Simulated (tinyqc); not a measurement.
Floating body of a partially depleted SOI transistor: body voltage and kink: one step of the calculation.

Source at 0 V. Channel current Ic = 2 nf K Vt^2 [F(0) - F(Vd)](1 + la Vd), F(V) = ln^2(1 + exp((Vg - VT - nf V)/(2 nf Vt))), VT = VT0 - gb Vb. Saturation voltage Vs = 2 Vt sqrt(F(0)) + 3 Vt, excess Ve = (Vd - Vs + sqrt((Vd - Vs)^2 + 0.0004 V^2))/2, multiplication M1 = Ai Ve exp(-Bl/Ve). Each junction passes D(v) = J1 (exp(v/Vt) - 1) + J2 (exp(v/(2 Vt)) - 1). Bipolar current Ib = bb J1 (exp(Vb/Vt) - 1). The body settles where M1 (Ic + Ib) = D(Vb) + D(Vb - Vd) + Vb/Rb; drain current Id = (1 + M1)(Ic + Ib) - D(Vb - Vd).

Problem. Drain current with floating and with grounded body. Id and VT at the converged Vb, Id at Vb = 0, their ratio, and the bipolar share Ib/(Ic + Ib).

Values chosen for this exercise; values of the order met in partially depleted silicon-on-insulator transistors: temperature T = 300 K; threshold at zero body voltage VT0 = 0.43 V; fall of the threshold per volt of body voltage gb = 0.18; slope factor nf = 1.27; gain factor per width K = 240 uA/(V^2 um); channel-length modulation factor la = 0.09 1/V; impact-ionisation prefactor Ai = 3.88 1/V; impact-ionisation voltage Bl = 6.4 V; diffusion saturation current of each junction J1 = 6.5e-12 uA/um; recombination saturation current of each junction J2 = 2e-8 uA/um; gain of the lateral bipolar transistor on the diffusion current bb = 0; resistance of a weak body tie to the source (1e9 stands for no tie, and the term is then dropped) Rb = 1e9 kohm um; gate voltage Vg = 0.36 V; drain voltage Vd = 2.3 V.

Constants: q = 1.602176634e-19 C, kB = 1.380649e-23 J/K, Vt = kB T/q. Results are converted to the units shown.

converged Vb = 0.62967567 V

Wanted: VT; Id, floating; Id, grounded; ratio; bipolar share.

Solution.

VT = 0.3167 V
Id, floating = 0.8200 uA/um
Id, grounded = 0.06336 uA/um
ratio = 12.94
bipolar share = 0.000 %

The body rises to 0.630 V and lowers the threshold by 113 mV.

Range of the model: The multiplication law is an empirical form chosen for the exercise; self-heating and capacitive coupling to the body are left out, and the linear laws are rough once Vb passes about 0.7 V or M1 about 0.1.

Numbers from tinyqc (`OMP_NUM_THREADS=1 python tinyqc.py 2182182 2182183 out.jsonl`; about 0.2 s on one thread of a shared Intel Xeon 2.30GHz).
